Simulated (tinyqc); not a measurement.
Resistance of a source-drain extension with a graded tip: two steps of the calculation.

y runs along the channel, the gate covers y > 0. The doping is N0 for y < y0 and N0 10^(-(y - y0)/la) beyond, uniform over the depth xj. Sheet conductance s(y) = q mu(N) max(N - Nch, 0) xj + (for y > 0) ma Cox Vo, with mu(N) = u0 + (u1 - u0)/(1 + (N/Nr)^au) and Cox = eps0 eox/tox. Current is taken as one-dimensional; depletion of the tip, spreading and the contact are left out. The metallurgical junction lies at yj, where N = Nch.

Inputs (values chosen for the exercise); mobility law close to that of electrons in silicon: relative permittivity of the gate insulator (close to silicon dioxide) eox = 3.9; insulator thickness tox = 1.4 nm; active doping of the extension far from the gate N0 = 6.1e19 cm^-3; lateral abruptness la = 6.4 nm/decade; position under the gate where the fall begins (gate edge at 0) y0 = 0.8 nm; depth of the extension xj = 18 nm; channel doping Nch = 1.3e18 cm^-3; gate overdrive Vo = 0.46 V; mobility of the gate-induced layer ma = 94 cm^2/(V s); mobility at low doping u1 = 1414 cm^2/(V s); mobility at high doping u0 = 68.5 cm^2/(V s); reference doping Nr = 9.2e16 cm^-3; exponent au = 0.711; gate length Lg = 40 nm.

Constants: q = 1.602176634e-19 C, eps0 = 8.8541878128e-14 F/cm where lengths are in cm. Results are converted to the units shown.

Question 1. Sheet resistances and junction position. yj = y0 + la log10(N0/Nch); sheet resistance of the full extension 1/[q mu(N0)(N0 - Nch) xj] and of the gate-induced layer 1/(ma Cox Vo); metallurgical length Lg - 2 yj; ye is where the doped and the gate-induced conductances are equal.

Find: yj; sheet resistance of the extension; sheet resistance of the induced layer; metallurgical length; ye; N at ye.

Answer 1.

yj = 11.497 nm
sheet resistance of the extension = 711.47 ohm/square
sheet resistance of the induced layer = 9376.2 ohm/square
metallurgical length = 17.006 nm
ye = 8.6675 nm
N at ye = 3.5978e18 cm^-3

The gate takes over 2.83 nm before the junction, where N is still 2.77 times the channel doping.

Question 2. Resistance of the overlapped part. Midpoint rule on 10 equal steps from 0 to yj: R_ov = sum h/s(y), per width.

Wanted: y; N; doped conductance; sheet resistance; R_ov.

Answer 2.

y, point 0 to 9 (nm): [0.5748, 1.725, 2.874, 4.024, 5.174, 6.323, 7.473, 8.623, 9.772, 10.92]
N, point 0 to 9 (cm^-3): [6.100e19, 4.374e19, 2.892e19, 1.912e19, 1.265e19, 8.362e18, 5.529e18, 3.656e18, 2.418e18, 1.599e18]
doped conductance, point 0 to 9 (uS): [1406, 1042, 722.4, 504.3, 353.1, 246.2, 168.2, 108.7, 60.74, 19.35]
sheet resistance, point 0 to 9 (ohm/square): [661.3, 870.9, 1206, 1637, 2175, 2834, 3639, 4644, 5974, 7936]
R_ov = 36.30 ohm um

tinyqc, about 0.05 s, one thread, Intel Xeon 2.30GHz (shared host): `OMP_NUM_THREADS=1 python tinyqc.py 2282030 2282031 out.jsonl`
